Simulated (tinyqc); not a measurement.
Worked calculation: plane-wave Kohn-Sham cycle with exchange-only LDA in a layered model solid. Computed by tinyqc, a small Python program that keeps every step. Settings: points = 16, plane-wave index or count = 3, electrons = 4, k points = 4, area = 33.0, mixing = 0.1, iteration cap = 66, Kerker q0 = 1.17. Command: `OMP_NUM_THREADS=1 python tinyqc.py 25289 25290 out.jsonl` (the two numbers bound the seeds that draw the settings). One thread of a shared host (Intel(R) Xeon(R) Processor @ 2.60GHz), about 0.03 s of CPU time with the checks.

A solid whose potential varies along x alone (atomic units):
```
parameter                      value
period a                    9.700000
cross-section of the cell  33.000000
electrons per cell                 4
grid points                       16
plane waves -n..n, n               3
k points                           4
V1 in V1 cos(2 pi x/a)     -0.200000
```

Stop when sqrt(dV sum R^2) is below 1e-8, dV = a A/N.

Course of the cycle:
```
iteration  E (hartree)  norm of the residual
1          -0.52008700              9.06e-02
2          -0.51580835              8.66e-02
3          -0.51188613              8.28e-02
4          -0.50829242              7.91e-02
5          -0.50500110              7.56e-02
6          -0.50198787              7.23e-02
7          -0.49923012              6.90e-02
8          -0.49670689              6.60e-02
9          -0.49439880              6.30e-02
10         -0.49228791              6.02e-02
11         -0.49035771              5.76e-02
...                ...                   ...
56         -0.47015996              7.69e-03
57         -0.47012826              7.36e-03
58         -0.47009924              7.04e-03
59         -0.47007269              6.74e-03
60         -0.47004838              6.45e-03
61         -0.47002614              6.17e-03
62         -0.47000579              5.90e-03
63         -0.46998716              5.65e-03
64         -0.46997011              5.41e-03
65         -0.46995450              5.17e-03
66         -0.46994022              4.95e-03
```

Can the last value be used, and what does the course show?

Not by the stop rule. Not converged within 66 iterations: the residual falls steadily but slowly, by a factor of about 0.96 a step. Reruns (cap 100 unless said): mixing 0.5, Kerker q0 1.0: converged in 52 (E = -0.46979); mixing 0.3, Pulay depth 5: converged in 11 (E = -0.46979); the original settings with a cap of 400: converged in 362 (E = -0.46979).
